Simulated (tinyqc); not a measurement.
Inside a calculation. Method: CIS on RHF in the sto-6g basis, for H6, spin multiplicity 1. Computed by tinyqc, a small Python program that keeps every step (integrals from PySCF). Settings: charge = 0, multiplicity = 1, basis = sto-6g, method = RHF, energy threshold = 1e-10, iteration cap = 52, orthogonalisation = symmetric, start = Wolfsberg-Helmholz matrix, DIIS depth = 6. Command: `OMP_NUM_THREADS=1 python tinyqc.py 31353 31354 out.jsonl` (the two numbers bound the seeds that draw the settings). One thread of a shared host (Intel(R) Xeon(R) Processor @ 2.60GHz), about 0.1 s of CPU time with the checks. The early iterations of the SCF are left out here.

## One-electron integrals

Geometry (angstrom):
```
atom,x,y,z
H,0.0000,0.0000,0.0000
H,0.0000,0.0000,0.7510
H,0.0000,0.0000,2.0460
H,0.0000,0.0000,2.7970
H,0.0000,0.0000,4.0920
H,0.0000,0.0000,4.8430
```

Basis sto-6g: exponents (1/bohr^2) and contraction coefficients of normalised primitives:
```
element,l (shell),exponent,coefficient
H,s (1),35.5232,0.0092
H,s (1),6.5131,0.0494
H,s (1),1.8221,0.1685
H,s (1),0.6260,0.3706
H,s (1),0.2431,0.4165
H,s (1),0.1001,0.1303
```

Overlap, kinetic and nuclear-attraction integrals over the contracted functions; the nuclear repulsion is the sum of Za Zb / Rab.

nuclear repulsion = 4.870396 hartree

overlap S:
```
,1H 1s,2H 1s,3H 1s,4H 1s,5H 1s,6H 1s
1H 1s,1.0000,0.6525,0.1114,0.0312,0.0027,0.0006
2H 1s,0.6525,1.0000,0.3417,0.1114,0.0116,0.0027
3H 1s,0.1114,0.3417,1.0000,0.6525,0.1114,0.0312
4H 1s,0.0312,0.1114,0.6525,1.0000,0.3417,0.1114
5H 1s,0.0027,0.0116,0.1114,0.3417,1.0000,0.6525
6H 1s,0.0006,0.0027,0.0312,0.1114,0.6525,1.0000
```

kinetic energy T (hartree):
```
,1H 1s,2H 1s,3H 1s,4H 1s,5H 1s,6H 1s
1H 1s,0.7685,0.2285,-0.0119,-0.0074,-0.0011,-0.0003
2H 1s,0.2285,0.7685,0.0356,-0.0119,-0.0035,-0.0011
3H 1s,-0.0119,0.0356,0.7685,0.2285,-0.0119,-0.0074
4H 1s,-0.0074,-0.0119,0.2285,0.7685,0.0356,-0.0119
5H 1s,-0.0011,-0.0035,-0.0119,0.0356,0.7685,0.2285
6H 1s,-0.0003,-0.0011,-0.0074,-0.0119,0.2285,0.7685
```

nuclear attraction V (hartree):
```
,1H 1s,2H 1s,3H 1s,4H 1s,5H 1s,6H 1s
1H 1s,-2.5729,-1.6997,-0.2669,-0.0734,-0.0060,-0.0012
2H 1s,-1.6997,-2.8377,-0.8680,-0.2777,-0.0269,-0.0060
3H 1s,-0.2669,-0.8680,-2.9977,-1.8807,-0.2777,-0.0734
4H 1s,-0.0734,-0.2777,-1.8807,-2.9977,-0.8680,-0.2669
5H 1s,-0.0060,-0.0269,-0.2777,-0.8680,-2.8377,-1.6997
6H 1s,-0.0012,-0.0060,-0.0734,-0.2669,-1.6997,-2.5729
```

core Hamiltonian H = T + V (hartree):
```
,1H 1s,2H 1s,3H 1s,4H 1s,5H 1s,6H 1s
1H 1s,-1.8044,-1.4712,-0.2788,-0.0808,-0.0071,-0.0015
2H 1s,-1.4712,-2.0691,-0.8324,-0.2897,-0.0304,-0.0071
3H 1s,-0.2788,-0.8324,-2.2292,-1.6522,-0.2897,-0.0808
4H 1s,-0.0808,-0.2897,-1.6522,-2.2292,-0.8324,-0.2788
5H 1s,-0.0071,-0.0304,-0.2897,-0.8324,-2.0691,-1.4712
6H 1s,-0.0015,-0.0071,-0.0808,-0.2788,-1.4712,-1.8044
```

## Two-electron integrals

Functions are numbered as in S; the eight-fold symmetry (ij|kl) = (ji|kl) = (kl|ij) leaves the list below.

Two-electron integrals (ij|kl) in chemists' order, unique and non-zero (hartree):
```
i,j,k,l,(ij|kl)
1,1,1,1,0.7750
2,1,1,1,0.4382
2,1,2,1,0.2900
2,2,1,1,0.5659
2,2,2,1,0.4382
2,2,2,2,0.7750
3,1,1,1,0.0511
3,1,2,1,0.0375
3,1,2,2,0.0640
3,1,3,1,0.0062
3,2,1,1,0.1275
3,2,2,1,0.1028
3,2,2,2,0.1945
3,2,3,1,0.0200
3,2,3,2,0.0695
3,3,1,1,0.2579
3,3,2,1,0.2057
3,3,2,2,0.3928
3,3,3,1,0.0511
3,3,3,2,0.1945
3,3,3,3,0.7750
4,1,1,1,0.0119
4,1,2,1,0.0088
4,1,2,2,0.0152
4,1,3,1,0.0016
4,1,3,2,0.0052
4,1,3,3,0.0152
4,1,4,1,4.24e-04
4,2,1,1,0.0344
4,2,2,1,0.0274
4,2,2,2,0.0511
4,2,3,1,0.0057
4,2,3,2,0.0200
4,2,3,3,0.0640
4,2,4,1,0.0016
4,2,4,2,0.0062
4,3,1,1,0.1431
4,3,2,1,0.1110
4,3,2,2,0.2057
4,3,3,1,0.0274
4,3,3,2,0.1028
4,3,3,3,0.4382
4,3,4,1,0.0088
4,3,4,2,0.0375
4,3,4,3,0.2900
4,4,1,1,0.1892
4,4,2,1,0.1431
4,4,2,2,0.2579
4,4,3,1,0.0344
4,4,3,2,0.1275
4,4,3,3,0.5659
4,4,4,1,0.0119
4,4,4,2,0.0511
4,4,4,3,0.4382
4,4,4,4,0.7750
5,1,1,1,0.0008
5,1,2,1,0.0006
5,1,2,2,0.0010
5,1,3,1,1.13e-04
5,1,3,2,3.82e-04
5,1,3,3,0.0012
5,1,4,1,3.20e-05
5,1,4,2,1.24e-04
5,1,4,3,0.0008
5,1,4,4,0.0011
5,1,5,1,2.68e-06
5,2,1,1,0.0028
5,2,2,1,0.0022
5,2,2,2,0.0039
5,2,3,1,4.56e-04
5,2,3,2,0.0016
5,2,3,3,0.0055
5,2,4,1,1.35e-04
5,2,4,2,0.0005
5,2,4,3,0.0036
5,2,4,4,0.0055
5,2,5,1,1.18e-05
5,2,5,2,5.40e-05
5,3,1,1,0.0196
5,3,2,1,0.0148
5,3,2,2,0.0263
5,3,3,1,0.0034
5,3,3,2,0.0124
5,3,3,3,0.0511
5,3,4,1,0.0011
5,3,4,2,0.0047
5,3,4,3,0.0375
5,3,4,4,0.0640
5,3,5,1,1.13e-04
5,3,5,2,0.0005
5,3,5,3,0.0062
5,4,1,1,0.0529
5,4,2,1,0.0389
5,4,2,2,0.0679
5,4,3,1,0.0087
5,4,3,2,0.0311
5,4,3,3,0.1275
5,4,4,1,0.0030
5,4,4,2,0.0124
5,4,4,3,0.1028
5,4,4,4,0.1945
5,4,5,1,3.28e-04
5,4,5,2,0.0016
5,4,5,3,0.0200
5,4,5,4,0.0695
5,5,1,1,0.1293
5,5,2,1,0.0931
5,5,2,2,0.1584
5,5,3,1,0.0196
5,5,3,2,0.0679
5,5,3,3,0.2579
5,5,4,1,0.0065
5,5,4,2,0.0263
5,5,4,3,0.2057
5,5,4,4,0.3928
5,5,5,1,0.0008
5,5,5,2,0.0039
5,5,5,3,0.0511
5,5,5,4,0.1945
5,5,5,5,0.7750
6,1,1,1,1.36e-04
6,1,2,1,1.03e-04
6,1,2,2,1.82e-04
6,1,3,1,2.07e-05
6,1,3,2,7.15e-05
6,1,3,3,2.37e-04
6,1,4,1,6.06e-06
6,1,4,2,2.38e-05
6,1,4,3,1.54e-04
6,1,4,4,2.37e-04
6,1,5,1,5.31e-07
6,1,5,2,2.39e-06
6,1,5,3,2.38e-05
6,1,5,4,7.15e-05
6,1,5,5,1.82e-04
6,1,6,1,1.08e-07
6,2,1,1,0.0006
6,2,2,1,4.31e-04
6,2,2,2,0.0008
6,2,3,1,9.27e-05
6,2,3,2,3.28e-04
6,2,3,3,0.0011
6,2,4,1,2.80e-05
6,2,4,2,1.13e-04
6,2,4,3,0.0008
6,2,4,4,0.0012
6,2,5,1,2.56e-06
6,2,5,2,1.18e-05
6,2,5,3,1.24e-04
6,2,5,4,3.82e-04
6,2,5,5,0.0010
6,2,6,1,5.31e-07
6,2,6,2,2.68e-06
6,3,1,1,0.0050
6,3,2,1,0.0037
6,3,2,2,0.0065
6,3,3,1,0.0008
6,3,3,2,0.0030
6,3,3,3,0.0119
6,3,4,1,2.72e-04
6,3,4,2,0.0011
6,3,4,3,0.0088
6,3,4,4,0.0152
6,3,5,1,2.80e-05
6,3,5,2,1.35e-04
6,3,5,3,0.0016
6,3,5,4,0.0052
6,3,5,5,0.0152
6,3,6,1,6.06e-06
6,3,6,2,3.20e-05
6,3,6,3,4.24e-04
6,4,1,1,0.0157
6,4,2,1,0.0114
6,4,2,2,0.0196
6,4,3,1,0.0025
6,4,3,2,0.0087
6,4,3,3,0.0344
6,4,4,1,0.0008
6,4,4,2,0.0034
6,4,4,3,0.0274
6,4,4,4,0.0511
6,4,5,1,9.27e-05
6,4,5,2,4.56e-04
6,4,5,3,0.0057
6,4,5,4,0.0200
6,4,5,5,0.0640
6,4,6,1,2.07e-05
6,4,6,2,1.13e-04
6,4,6,3,0.0016
6,4,6,4,0.0062
6,5,1,1,0.0774
6,5,2,1,0.0553
6,5,2,2,0.0931
6,5,3,1,0.0114
6,5,3,2,0.0389
6,5,3,3,0.1431
6,5,4,1,0.0037
6,5,4,2,0.0148
6,5,4,3,0.1110
6,5,4,4,0.2057
6,5,5,1,4.31e-04
6,5,5,2,0.0022
6,5,5,3,0.0274
6,5,5,4,0.1028
6,5,5,5,0.4382
6,5,6,1,1.03e-04
6,5,6,2,0.0006
6,5,6,3,0.0088
6,5,6,4,0.0375
6,5,6,5,0.2900
6,6,1,1,0.1093
6,6,2,1,0.0774
6,6,2,2,0.1293
6,6,3,1,0.0157
6,6,3,2,0.0529
6,6,3,3,0.1892
6,6,4,1,0.0050
6,6,4,2,0.0196
6,6,4,3,0.1431
6,6,4,4,0.2579
6,6,5,1,0.0006
6,6,5,2,0.0028
6,6,5,3,0.0344
6,6,5,4,0.1275
6,6,5,5,0.5659
6,6,6,1,1.36e-04
6,6,6,2,0.0008
6,6,6,3,0.0119
6,6,6,4,0.0511
6,6,6,5,0.4382
6,6,6,6,0.7750
```

## Orthogonalisation

S = U s U^T; symmetric (Loewdin) form X = U s^(-1/2) U^T, so that X^T S X = 1.

eigenvalues of S: 0.2207  0.3116  0.4345  1.2604  1.6800  2.0927

X:
```
,1H 1s,2H 1s,3H 1s,4H 1s,5H 1s,6H 1s
1H 1s,1.2463,-0.4847,0.0665,-0.0221,0.0033,-0.0011
2H 1s,-0.4847,1.3194,-0.2654,0.0697,-0.0090,0.0033
3H 1s,0.0665,-0.2654,1.3295,-0.5116,0.0697,-0.0221
4H 1s,-0.0221,0.0697,-0.5116,1.3295,-0.2654,0.0665
5H 1s,0.0033,-0.0090,0.0697,-0.2654,1.3194,-0.4847
6H 1s,-0.0011,0.0033,-0.0221,0.0665,-0.4847,1.2463
```

## Iteration 6 (converged): orbitals

converged F (hartree):
```
,1H 1s,2H 1s,3H 1s,4H 1s,5H 1s,6H 1s
1H 1s,-0.3664,-0.5980,-0.1357,-0.0300,-0.0020,-0.0027
2H 1s,-0.5980,-0.4055,-0.2798,-0.1359,-0.0153,-0.0020
3H 1s,-0.1357,-0.2798,-0.4105,-0.6059,-0.1359,-0.0300
4H 1s,-0.0300,-0.1359,-0.6059,-0.4105,-0.2798,-0.1357
5H 1s,-0.0020,-0.0153,-0.1359,-0.2798,-0.4055,-0.5980
6H 1s,-0.0027,-0.0020,-0.0300,-0.1357,-0.5980,-0.3664
```

Diagonalise F' = X^T F X, C = X C', fill 3 alpha and 3 beta electrons from the bottom; D = 2 C_occ C_occ^T. Each column has its largest component positive (the first on a tie).

F' = X^T F X (hartree):
```
,1,2,3,4,5,6
1,0.0521,-0.6473,0.0765,-0.0162,0.0054,-0.0052
2,-0.6473,0.1025,-0.2882,0.0805,-0.0104,0.0054
3,0.0765,-0.2882,0.1145,-0.6797,0.0805,-0.0162
4,-0.0162,0.0805,-0.6797,0.1145,-0.2882,0.0765
5,0.0054,-0.0104,0.0805,-0.2882,0.1025,-0.6473
6,-0.0052,0.0054,-0.0162,0.0765,-0.6473,0.0521
```

orbital energies (hartree): MO1 -0.6835, MO2 -0.5953, MO3 -0.4829, MO4 0.4502, MO5 0.7401, MO6 1.1095

coefficients C:
```
,MO1,MO2,MO3,MO4,MO5,MO6
1H 1s,0.2029,0.3724,-0.3646,-0.6501,-0.8474,0.5828
2H 1s,0.2566,0.3951,-0.2916,0.4831,0.9180,-0.8174
3H 1s,0.3635,0.0603,0.4246,0.7034,-0.2052,1.1209
4H 1s,0.3635,-0.0603,0.4246,-0.7034,-0.2052,-1.1209
5H 1s,0.2566,-0.3951,-0.2916,-0.4831,0.9180,0.8174
6H 1s,0.2029,-0.3724,-0.3646,0.6501,-0.8474,-0.5828
```

D after iteration 6:
```
,1H 1s,2H 1s,3H 1s,4H 1s,5H 1s,6H 1s
1H 1s,0.6256,0.6111,-0.1171,-0.2070,0.0225,0.0708
2H 1s,0.6111,0.6140,-0.0134,-0.1088,-0.0104,0.0225
3H 1s,-0.1171,-0.0134,0.6322,0.6176,-0.1088,-0.2070
4H 1s,-0.2070,-0.1088,0.6176,0.6322,-0.0134,-0.1171
5H 1s,0.0225,-0.0104,-0.1088,-0.0134,0.6140,0.6111
6H 1s,0.0708,0.0225,-0.2070,-0.1171,0.6111,0.6256
```

## Convergence

Stop when the energy changes by less than 1e-10 hartree and every element of the error matrix X^T (F D S - S D F) X is below 3e-06.

Course of the cycle:
```
iteration,E (hartree),change,largest element of the error matrix
1,-3.321706,-,7.54e-02
2,-3.333821,-1.21e-02,1.31e-02
3,-3.334232,-4.11e-04,1.66e-03
4,-3.334238,-5.88e-06,1.36e-05
5,-3.334238,-2.23e-10,5.60e-07
6,-3.334238,-7.87e-13,1.30e-07
```

PySCF RHF in the same basis = -3.334238 hartree

Converged in 6 iterations.

## Integrals over molecular orbitals

(pq|rs) = sum C_ip C_jq C_kr C_ls (ij|kl), one index at a time.

one-electron integrals over orbitals h = C^T H C (hartree):
```
,1,2,3,4,5,6
1,-2.2838,0.0000,-0.1385,0.0000,-0.0759,0.0000
2,0.0000,-2.0721,0.0000,-0.1504,0.0000,0.0667
3,-0.1385,0.0000,-2.0871,0.0000,0.1396,0.0000
4,0.0000,-0.1504,0.0000,-1.5827,0.0000,-0.1514
5,-0.0759,0.0000,0.1396,0.0000,-1.2639,0.0000
6,0.0000,0.0667,0.0000,-0.1514,0.0000,-1.1378
```

Two-electron integrals over orbitals (pq|rs), unique and non-zero (hartree):
```
p,q,r,s,(pq|rs)
1,1,1,1,0.4155
2,1,2,1,0.1303
2,2,1,1,0.3294
2,2,2,2,0.3994
3,1,1,1,0.0825
3,1,2,2,-0.0630
3,1,3,1,0.1370
3,2,2,1,-0.1311
3,2,3,2,0.1481
3,3,1,1,0.3967
3,3,2,2,0.3485
3,3,3,1,0.0509
3,3,3,3,0.3988
4,1,2,1,0.0320
4,1,3,2,0.0009
4,1,4,1,0.0792
4,2,1,1,0.0499
4,2,2,2,-0.0050
4,2,3,1,0.0457
4,2,3,3,0.0168
4,2,4,2,0.0656
4,3,2,1,0.0550
4,3,3,2,-0.0541
4,3,4,1,0.0159
4,3,4,3,0.0693
4,4,1,1,0.3922
4,4,2,2,0.3466
4,4,3,1,0.0450
4,4,3,3,0.3847
4,4,4,2,0.0249
4,4,4,4,0.3986
5,1,1,1,0.0091
5,1,2,2,0.0239
5,1,3,1,-0.0195
5,1,3,3,-0.0073
5,1,4,2,0.0402
5,1,4,4,0.0025
5,1,5,1,0.0464
5,2,2,1,0.0171
5,2,3,2,0.0052
5,2,4,1,0.0549
5,2,4,3,-0.0380
5,2,5,2,0.0875
5,3,1,1,-0.0594
5,3,2,2,-0.0017
5,3,3,1,-0.0506
5,3,3,3,-0.0319
5,3,4,2,-0.0626
5,3,4,4,-0.0269
5,3,5,1,-0.0354
5,3,5,3,0.0672
5,4,2,1,0.1307
5,4,3,2,-0.1415
5,4,4,1,0.0079
5,4,4,3,0.0557
5,4,5,2,-0.0027
5,4,5,4,0.1525
5,5,1,1,0.3428
5,5,2,2,0.4011
5,5,3,1,-0.0522
5,5,3,3,0.3587
5,5,4,2,-9.31e-05
5,5,4,4,0.3677
5,5,5,1,0.0245
5,5,5,3,-0.0043
5,5,5,5,0.4252
6,1,2,1,0.0022
6,1,3,2,0.0108
6,1,4,1,0.0284
6,1,4,3,0.0516
6,1,5,2,-0.0306
6,1,5,4,-0.0076
6,1,6,1,0.0649
6,2,1,1,-0.0162
6,2,2,2,-0.0305
6,2,3,1,0.0170
6,2,3,3,-0.0051
6,2,4,2,-0.0373
6,2,4,4,-0.0033
6,2,5,1,-0.0428
6,2,5,3,0.0391
6,2,5,5,-0.0295
6,2,6,2,0.0450
6,3,2,1,0.0371
6,3,3,2,-0.0085
6,3,4,1,0.0767
6,3,4,3,0.0191
6,3,5,2,0.0549
6,3,5,4,0.0084
6,3,6,1,0.0288
6,3,6,3,0.0826
6,4,1,1,0.0840
6,4,2,2,-0.0551
6,4,3,1,0.1305
6,4,3,3,0.0519
6,4,4,2,0.0476
6,4,4,4,0.0503
6,4,5,1,-0.0162
6,4,5,3,-0.0509
6,4,5,5,-0.0558
6,4,6,2,0.0158
6,4,6,4,0.1404
6,5,2,1,-0.1321
6,5,3,2,0.1342
6,5,4,1,-0.0331
6,5,4,3,-0.0580
6,5,5,2,-0.0178
6,5,5,4,-0.1408
6,5,6,1,-0.0035
6,5,6,3,-0.0410
6,5,6,5,0.1476
6,6,1,1,0.4436
6,6,2,2,0.3506
6,6,3,1,0.0905
6,6,3,3,0.4258
6,6,4,2,0.0561
6,6,4,4,0.4301
6,6,5,1,0.0106
6,6,5,3,-0.0676
6,6,5,5,0.3755
6,6,6,2,-0.0190
6,6,6,4,0.0990
6,6,6,6,0.5007
```

## CIS matrix, singlets

A(ia,jb) = (e_a - e_i) d_ij d_ab + 2 (ia|jb) - (ij|ab).

CIS matrix A, singlet (hartree):
```
,1>4,1>5,1>6,2>4,2>5,2>6,3>4,3>5,3>6
1>4,0.8999,0.0000,-0.0271,0.0000,-0.0209,0.0000,-0.0132,0.0000,0.0228
1>5,0.0000,1.1736,0.0000,-0.0502,0.0000,0.0465,0.0000,-0.0186,0.0000
1>6,-0.0271,0.0000,1.4793,0.0000,0.0709,0.0000,-0.0273,0.0000,-0.0329
2>4,0.0000,-0.0502,0.0000,0.8300,0.0000,-0.0195,0.0000,0.0164,0.0000
2>5,-0.0209,0.0000,0.0709,0.0000,1.1094,0.0000,0.0655,0.0000,-0.0244
2>6,0.0000,0.0465,0.0000,-0.0195,0.0000,1.4442,0.0000,-0.0560,0.0000
3>4,-0.0132,0.0000,-0.0273,0.0000,0.0655,0.0000,0.6870,0.0000,-0.0138
3>5,0.0000,-0.0186,0.0000,0.0164,0.0000,-0.0560,0.0000,0.9986,0.0000
3>6,0.0228,0.0000,-0.0329,0.0000,-0.0244,0.0000,-0.0138,0.0000,1.3319
```

## CIS singlet states

dipole integrals <i|r|a> (bohr):
```
,x,y,z
1>4,0.0000,0.0000,0.0417
1>5,0.0000,0.0000,0.0000
1>6,0.0000,0.0000,-0.3402
2>4,0.0000,0.0000,0.0000
2>5,0.0000,0.0000,0.7269
2>6,0.0000,0.0000,0.0000
3>4,0.0000,0.0000,-1.5690
3>5,0.0000,0.0000,0.0000
3>6,0.0000,0.0000,0.0317
```

Diagonalise A (1 hartree = 27.211386 eV); each vector has its largest component positive (the first on a tie). The transition dipole is mu = sqrt2 sum c_ia <i|r|a>.

singlet excitation energies (eV): 18.3570  22.3586  24.3953  26.9760  30.1242  31.9089  36.0997  39.7503  40.8900

lowest vectors:
```
,state 1,state 2,state 3,state 4,state 5,state 6
1>4,0.0477,0.0000,0.9936,0.0000,-0.0746,0.0000
1>5,0.0000,0.1353,0.0000,0.0876,0.0000,0.9714
1>6,0.0492,0.0000,0.0308,0.0000,-0.1689,0.0000
2>4,0.0000,0.9880,0.0000,0.0589,0.0000,-0.1344
2>5,-0.1533,0.0000,0.0926,0.0000,0.9647,0.0000
2>6,0.0000,0.0144,0.0000,0.1156,0.0000,-0.1877
3>4,0.9857,0.0000,-0.0345,0.0000,0.1605,0.0000
3>5,0.0000,-0.0726,0.0000,0.9877,0.0000,-0.0562
3>6,0.0158,0.0000,-0.0457,0.0000,0.0972,0.0000
```

oscillator strengths 2/3 w |mu|^2: 2.5152  0.0000  0.0272  0.0000  0.3791  0.0000

## CIS matrix, triplets

A(ia,jb) = (e_a - e_i) d_ij d_ab - (ij|ab).

CIS matrix A, triplet (hartree):
```
,1>4,1>5,1>6,2>4,2>5,2>6,3>4,3>5,3>6
1>4,0.7414,0.0000,-0.0840,0.0000,-0.1307,0.0000,-0.0450,0.0000,-0.1305
1>5,0.0000,1.0808,0.0000,-0.1307,0.0000,0.1321,0.0000,0.0522,0.0000
1>6,-0.0840,0.0000,1.3494,0.0000,0.1321,0.0000,-0.1305,0.0000,-0.0905
2>4,0.0000,-0.1307,0.0000,0.6989,0.0000,0.0551,0.0000,0.1415,0.0000
2>5,-0.1307,0.0000,0.1321,0.0000,0.9343,0.0000,0.1415,0.0000,-0.1342
2>6,0.0000,0.1321,0.0000,0.0551,0.0000,1.3543,0.0000,-0.1342,0.0000
3>4,-0.0450,0.0000,-0.1305,0.0000,0.1415,0.0000,0.5483,0.0000,-0.0519
3>5,0.0000,0.0522,0.0000,0.1415,0.0000,-0.1342,0.0000,0.8643,0.0000
3>6,-0.1305,0.0000,-0.0905,0.0000,-0.1342,0.0000,-0.0519,0.0000,1.1666
```

## CIS triplet states

Diagonalise A (1 hartree = 27.211386 eV); each vector has its largest component positive (the first on a tie).

triplet excitation energies (eV): 12.7347  15.0106  16.7512  25.2658  27.2087  29.6491  32.7153  38.8714  39.5748

lowest vectors:
```
,state 1,state 2,state 3,state 4,state 5,state 6
1>4,0.1001,0.0000,0.8357,0.0000,-0.4757,0.0000
1>5,0.0000,0.2922,0.0000,0.0219,0.0000,0.8968
1>6,0.1967,0.0000,0.0581,0.0000,-0.2231,0.0000
2>4,0.0000,0.8000,0.0000,0.5383,0.0000,-0.2635
2>5,-0.2931,0.0000,0.4441,0.0000,0.7564,0.0000
2>6,0.0000,-0.1849,0.0000,0.1827,0.0000,-0.2852
3>4,0.9285,0.0000,0.0184,0.0000,0.3241,0.0000
3>5,0.0000,-0.4903,0.0000,0.8224,0.0000,0.2120
3>6,0.0569,0.0000,0.3173,0.0000,0.2162,0.0000
```
